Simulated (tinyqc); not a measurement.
# Well width for a wanted wavelength

Question. The layer is x parts of the first compound and 1 - x of the second, grown coherently on the second as substrate and barrier. Rows of the table: lattice constant a, average valence level Ea on an absolute scale, spin-orbit splitting so, gaps at Gamma, X and L, hydrostatic deformation potentials av and ac (Gamma), shear potential b, elastic constants, electron and heavy-hole (along z) masses. All are interpolated linearly in x; gaps get -C x (1 - x), taken wholly in the conduction band; real line-ups can differ from this model by 0.1 eV or more. In-plane strain e = (a_substrate - a)/a, e_z = -2 (c12/c11) e, volume change 2 e + e_z. With v = 2 e + e_z and d = 2 b (e_z - e): Eav = Ea + av v; E_hh = Eav + so/3 - d/2; E_lh = Eav - so/6 + d/4 + sqrt(so^2 + so d + 9 d^2/4)/2; E_c = Ea + so/3 + EG + ac v (Gamma). Substrate: E_v = Ea + so/3, E_c = E_v + EG. Well depths: dEc = E_c(substrate) - E_c, dEhh = E_hh - E_v(substrate), dElh likewise; strained Gamma gap E_c - max(E_hh, E_lh); positive values confine carriers in the layer. Lowest level of a finite well of width Lw and depth V: kw Lw/2 = arctan(sqrt((mw/mb)(V - E)/E)), kw = sqrt(mw E/C), C = hbar^2/(2 m0), for electrons (dEc) and heavy holes (dEhh), mb from the substrate; transition E_c - E_hh + both levels, without exciton binding; wavelength h c/E. Find Lw and the two levels.

Parameters, values chosen for the exercise: fraction of the first compound in the layer x = 0.4; bowing of the Gamma gap CG = 0.1 eV; bowing of the X gap CX = 0.27 eV; bowing of the L gap CL = 0.27 eV.

Constants: q = 1.602176634e-19 C, hbar = 1.054571817e-34 J s, h = 6.62607015e-34 J s, m0 = 9.1093837015e-31 kg, c = 299792458 m/s, hbar^2/(2 m0) = 0.0380998212 eV nm^2. Results are converted to the units shown.

Binary compounds, values chosen for the exercise:
```
              close to InAs  close to InP
a (angstrom)          6.058         5.869
Ea (eV)               -6.67         -7.04
so (eV)               0.383         0.111
EG (eV)               0.355          1.34
EX (eV)                1.36          2.19
EL (eV)                1.07          1.91
av (eV)               0.993          1.28
ac (eV)               -5.15         -4.99
b (eV)                 -1.8         -1.69
c11 (GPa)              83.7           103
c12 (GPa)                46          55.4
me (m0)               0.023        0.0811
mh (m0)               0.325         0.534
```

wavelength = 1157.5294 nm

Solution. Both levels fall steadily as the well widens, so the wavelength rises steadily and one width matches.

Lw = 3.700 nm
electron level = 90.32 meV
heavy-hole level = 32.30 meV

Program tinyqc, `OMP_NUM_THREADS=1 python tinyqc.py 2690160 2690161 out.jsonl`; Intel Xeon 2.30GHz, shared host, one thread, about 0.01 s.
